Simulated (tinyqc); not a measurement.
Rectangular fin or nanosheet with a gate all round, subbands and threshold shift from confinement: one step of the calculation.

Undoped body with a flat potential across it, hard walls, transport along x. One isotropic valley (g = 1, mx = my = mz = me). Non-parabolicity enters the subband edges through E (1 + al E) = gamma, so E = 2 gamma/(1 + sqrt(1 + 4 al gamma)); motion within a subband is taken as parabolic with the band-edge mass. Energies are counted from the bulk band edge.

Task. Lowest subbands. gamma = C pi^2 [a^2/(my (t + dl)^2) + b^2/(mz (H + dl)^2)], C = hbar^2/(2 m0). List the 3 lowest, labelled by quantum numbers, with degeneracy g and N_k: N_k = g sqrt(2 mx m0 kB T/(pi hbar^2)).

Inputs (values chosen for the exercise); masses close to those of InAs:

| symbol | value | unit | meaning |
|---|---|---|---|
| T | 77 | K | temperature |
| me | 0.0227 | m0 | mass at the band edge |
| al | 2.9 | 1/eV | non-parabolicity |
| t | 4 | nm | width (along y) |
| dl | 0 | nm | widening of the box by penetration into the insulator |
| H | 4 | nm | height (along z) |

Constants: q = 1.602176634e-19 C, kB = 1.380649e-23 J/K, hbar = 1.054571817e-34 J s, m0 = 9.1093837015e-31 kg, hbar^2/(2 m0) = 0.0380998212 eV nm^2. Results are converted to the units shown.

Find: E_k; g; N_k.

Result.

```
subband,E_k (eV),g,N_k (cm^-1)
"1,1",0.68999,1,3.5474e5
"1,2",1.1747,1,3.5474e5
"2,1",1.1747,1,3.5474e5
```

Range of the model: Non-parabolicity also makes carriers heavier within each subband, which is left out, so densities of states are understated at high energy. Levels near or above 1 eV lie beyond real barriers and upper valleys; they are listed for the hard-wall model only.

Computed by the program tinyqc: `OMP_NUM_THREADS=1 python tinyqc.py 2350092 2350093 out.jsonl`, one thread of a shared Intel Xeon 2.30GHz, about 0.09 s for the whole run.
